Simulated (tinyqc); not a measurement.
One-electron ion in a basis of Gaussians, step by step. One step of it, computed by the program tinyqc.

Task: Generalised eigenproblem. Solve H C = S C e through S^(-1/2); each column has its largest component positive (the first on a tie).

H = T + V (hartree), lower triangle:
```
           1          2         3
1  -2.796072
2  -3.153994  -3.798833
3  -2.768165  -4.412461  3.572799
```

S, lower triangle:
```
          1         2         3
1  1.000000
2  0.646224  1.000000
3  0.241354  0.646247  1.000000
```

Give: eigenvalues of S; eigenvalues; coefficients.

Result:

eigenvalues of S: 0.199  0.759  2.043

eigenvalues (hartree): -4.418  -0.419  15.607

coefficients:
```
       1       2       3
1  0.320   1.246   0.486
2  0.639  -0.917  -1.345
3  0.193  -0.119   1.356
```

For Z = 3 and l = 0 the exact lowest level is -Z^2/(2 n^2) with n = l + 1: -4.500000 hartree.
